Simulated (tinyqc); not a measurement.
Carrier lifetime from Shockley-Read-Hall, radiative, Auger and surface recombination. From one set of inputs to another, one input at a time. Computed by tinyqc, a small Python program. Command: `OMP_NUM_THREADS=1 python tinyqc.py 3018304 3018305 out.jsonl lifetime ladder`. One thread of a shared host (Intel(R) Xeon(R) Processor @ 2.30GHz), about 0.01 s of CPU time with the checks.

Energies are counted from the top of the valence band. Boltzmann statistics, full ionisation, and equal excess densities of electrons and holes.

The inputs printed are set A. Inputs not listed in the table keep their values of set A, so the rows need not describe a real material.

Inputs (values chosen for the exercise, for a model semiconductor):
```
quantity,value,unit
gap E_g,3.59,eV
electron mass m_e,0.289,m_0
valleys M_c,1,-
hole mass m_h,0.632,m_0
temperature T,300,K
doping N,7.5e+16,cm^-3
trap level E_t,2.15,eV
trap density N_t,5.5e+14,cm^-3
electron cross-section sigma_n,1.1e-14,cm^2
hole cross-section sigma_p,1.2e-16,cm^2
radiative coefficient B,5.5e-10,cm^3/s
Auger coefficient C_n,3.4e-31,cm^6/s
Auger coefficient C_p,1.6e-31,cm^6/s
excess density dn,2.6e+15,cm^-3
diffusion coefficient D,44,cm^2/s
```

Doping: n-type. Surface term: none.

Constants: m_0 = 9.1093837015e-31 kg; k_B = 1.380649e-23 J/K; h = 6.62607015e-34 J s; k_B = 8.617333262e-05 eV/K.

Method:
- N_c = 2 M_c (2 pi m_e k_B T/h^2)^(3/2) and N_v = 2 (2 pi m_h k_B T/h^2)^(3/2), masses in units of m_0.
- n_i = sqrt(N_c N_v) exp(-E_g/2 k_B T); majority density N/2 + sqrt(N^2/4 + n_i^2), minority density n_i^2 over it.
- v = sqrt(3 k_B T/m) with m_e or m_h; tau_n0 = 1/(sigma_n v_n N_t), tau_p0 = 1/(sigma_p v_p N_t); n1 = N_c exp(-(E_g - E_t)/k_B T), p1 = N_v exp(-E_t/k_B T).
- With n = n_0 + dn, p = p_0 + dn and U/dn = 1/tau: (n p - n_i^2)/dn = n_0 + p_0 + dn = s; 1/tau_SRH = s/[tau_p0 (n + n1) + tau_n0 (p + p1)]; 1/tau_rad = B s; 1/tau_Aug = (C_n n + C_p p) s; the rates add.
- Radiative efficiency = tau_eff/tau_rad; effective diffusion length = sqrt(D tau_eff).

Each row keeps all changes above it:
```
input moved,from,to,effective lifetime at dn (s),radiative efficiency at dn,effective diffusion length at dn (micrometre)
set A,-,-,2.2909e-08,0.97774,10.040
doping N (cm^-3),7.5e+16,6e+14,3.6713e-07,0.64614,40.192
radiative coefficient B (cm^3/s),5.5e-10,1.7e-10,6.6319e-07,0.36078,54.019
trap density N_t (cm^-3),5.5e+14,7.6e+12,1.7943e-06,0.97609,88.853
diffusion coefficient D (cm^2/s),44,5.6,1.7943e-06,0.97609,31.699
excess density dn (cm^-3),2.6e+15,2.2e+14,6.5457e-06,0.91247,60.544
hole cross-section sigma_p (cm^2),1.2e-16,4.7e-15,1.5964e-06,0.22253,29.899
temperature T (K),300,350,1.5028e-06,0.20948,29.009
```

Which inputs carry the difference?

Effective lifetime at dn goes from 2.29e-8 to 1.50e-6, a factor 65.6 in all. The largest single move comes from doping N (a factor 16.0), and hole cross-section sigma_p works against it (a factor 0.244). Radiative efficiency at dn goes from 0.978 to 0.209, a factor 0.214 in all. The largest single move comes from hole cross-section sigma_p (a factor 0.244), and trap density N_t works against it (a factor 2.71). Effective diffusion length at dn goes from 10.0 to 29.0, a factor 2.89 in all. The largest single move comes from doping N (a factor 4.00), and diffusion coefficient D works against it (a factor 0.357). The single moves hold for this order of the switches; the total does not depend on the order.

Caution (rows doping N, radiative coefficient B): the trap density is not small against the doping, so trapped charge breaks the equality of the excess densities. Caution (rows doping N, radiative coefficient B, trap density N_t, diffusion coefficient D, excess density dn, hole cross-section sigma_p, temperature T): beyond low injection D should be the ambipolar coefficient.

Extremes, crossings and ranges named in words are read from the listed rows.
